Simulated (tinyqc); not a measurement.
Inside a calculation. Method: coherent transport through a tight-binding region between two chains. One step of it, computed by the program tinyqc.

Task: Transmission at E = -0.95 eV. Surface Green function g = (E - i sqrt(4 t^2 - E^2)) / (2 t^2); self-energy tc^2 g on each contact site; G = (E - H - Sigma)^(-1); Gamma = -2 Im Sigma; T = Gamma_L Gamma_R |G_LR|^2; local density of states -Im G_ii / pi.

H of the central region (eV), lower triangle:
```
           1          2          3
1  -0.950000
2  -0.530000   0.720000
3   0.000000  -0.530000  -0.430000
```

Leads: semi-infinite chains with site energy 0:

| parameter | value |
|---|---|
| lead hopping t (eV) | 1.870000 |
| coupling to the left lead (eV) | 0.860000 |
| coupling to the right lead (eV) | 0.850000 |
| left contact site | 1 |
| right contact site | 3 |

E = -0.950000 eV

Give: g; G; local density of states; transmission.

Result:

g = -0.136-0.517i 1/eV

G (1/eV), lower triangle:
```
              1              2              3
1  1.081-1.546i
2  0.566-0.487i  -0.459-0.316i
3  0.702+0.010i  -0.126-0.509i  -1.100-1.613i
```

local density of states (1/eV): 0.492  0.101  0.514

transmission = 0.282
